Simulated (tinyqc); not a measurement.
Sweep of a uniaxial [110] stress: six-band Luttinger-Kohn model with strain.

Six-band Luttinger-Kohn model in the basis |3/2,3/2>, |3/2,1/2>, |3/2,-1/2>, |3/2,-3/2>, |1/2,1/2>, |1/2,-1/2>, electron energies, zero at the top of the unstrained valence band. H = -[rows: (P+Q, -S, R, 0, -S/r2, r2 R); (-S*, P-Q, 0, R, -r2 Q, r32 S); (R*, 0, P-Q, S, r32 S*, r2 Q); (0, R*, S*, P+Q, -r2 R*, -S*/r2); (-S*/r2, -r2 Q, r32 S, -r2 R, P+Dso, 0); (r2 R*, r32 S*, r2 Q, -S/r2, 0, P+Dso)], r2 = sqrt(2), r32 = sqrt(3/2). Levels are twofold.

P = c g1 k^2 - av tr(e); Q = c g2 (kx^2 + ky^2 - 2 kz^2) - (b/2)(exx + eyy - 2 ezz); R = c sqrt3 [-g2 (kx^2 - ky^2) + 2i g3 kx ky] + (sqrt3/2) b (exx - eyy) - i d exy; S = 2 c sqrt3 g3 (kx - i ky) kz - d (exz - i eyz); c = hbar^2/2m0, e the strain tensor (not engineering shear).

s11 = (C11 + C12)/((C11 - C12)(C11 + 2 C12)), s12 = -C12/((C11 - C12)(C11 + 2 C12)), s44 = 1/C44; exx = s11 sxx + s12 (syy + szz) and cyclic, exy = s44 sxy/2; tension is positive. A uniaxial stress X along the unit vector n is s_ij = X n_i n_j.

Constants: hbar^2/2m0 = 3.80998211 eV angstrom^2.

Values chosen for the exercise (near those of Si; the results hold for these values, not for the real material): Dso = 0.045 eV (spin-orbit splitting); g1 = 4.29 (Luttinger gamma1); g2 = 0.34 (gamma2); g3 = 1.46 (gamma3); av = 2.42 eV (valence hydrostatic potential); b = -2.14 eV (tetragonal shear potential); d = -4.88 eV (trigonal shear potential); C11 = 162.7 GPa; C12 = 65 GPa; C44 = 81.3 GPa; load = uniaxial [110] (kind of stress).

Edges at k = 0 and curvature masses of the top pair along [110] and [001] (step 0.0002 1/angstrom); at zero stress the top is fourfold and has no single curvature.

Edges and masses:

| X (GPa) | top (eV) | second (eV) | third (eV) | splitting (meV) | m [110] | m [001] |
|---|---|---|---|---|---|---|
| -1.50 | 0.0324 | -0.0394 | -0.0752 | 71.8 | 0.115 | 0.274 |
| -1.00 | 0.0196 | -0.0265 | -0.0629 | 46.0 | 0.118 | 0.272 |
| -0.50 | 0.0081 | -0.0133 | -0.0522 | 21.4 | 0.126 | 0.268 |
| 0.00 | 0.0000 | 0.0000 | -0.0450 | 0.0 | - | - |
| 0.50 | 0.0135 | -0.0010 | -0.0451 | 14.5 | 0.448 | 0.208 |
| 1.00 | 0.0272 | 0.0054 | -0.0528 | 21.9 | 0.415 | 0.204 |
| 1.50 | 0.0411 | 0.0152 | -0.0641 | 25.9 | 0.389 | 0.200 |

The splitting reaches 71.8 meV under compression and 25.9 meV under the same tension; linear shear terms alone would make the two equal, and the difference comes from the coupling to the split-off band. At the ends of the sweep the top pair has a mass along [110] of 0.115 under compression and 0.389 under tension, so compression gives the lighter holes along [110]; along [001] it has 0.274 and 0.200. The top edge itself moves by +32 and +41 meV.

Computed by tinyqc, a small Python program: `OMP_NUM_THREADS=1 python tinyqc.py 1080530 1080531 out.jsonl` (the numbers bound the seed that draws the inputs); one thread of a shared host (Intel(R) Xeon(R) Processor @ 2.30GHz), about 0.04 s for the whole set of steps.
